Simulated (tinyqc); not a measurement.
Inductance and parasitic capacitance from two readings.

Question. A loss-free coil L in parallel with C shows the apparent inductance L/(1 - w^2 L C), w = 2 pi f. Find L, C and the self-resonance 1/(2 pi sqrt(L C)).

apparent inductance at 13 and 20 GHz (nH): [0.87092870, 1.5464882]

Solution. The inverse of the reading is 1/L - w^2 C, a straight line in w^2.

L = 0.660 nH
C = 55.0 fF
self-resonance = 26.4 GHz

Computed by the program tinyqc: `OMP_NUM_THREADS=1 python tinyqc.py 2302079 2302080 out.jsonl`, one thread of a shared Intel Xeon 2.30GHz, about 0.01 s for the whole run.
